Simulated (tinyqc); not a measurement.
## Body thickness for a wanted scale length

Problem. A double-gate structure has tan(pi ti/Lambda) tan(pi ts/(2 Lambda)) = ei/eps_r, both angles below pi/2. Find ts.

Values chosen for this exercise; permittivities: semiconductor made up, insulator close to that of silicon dioxide:
```
symbol,value,unit,meaning
eps_r,10.8,,relative permittivity of the semiconductor
ei,4.02,,relative permittivity of the insulator
ti,1.4,nm,insulator thickness
```

Lambda = 9.1351917 nm

Solution. The condition is explicit in ts: an arctangent, taken between 0 and pi/2.

ts = 3.60 nm

Computed by the program tinyqc: `OMP_NUM_THREADS=1 python tinyqc.py 2420006 2420007 out.jsonl`, one thread of a shared Intel Xeon 2.30GHz, about 0.01 s for the whole run.
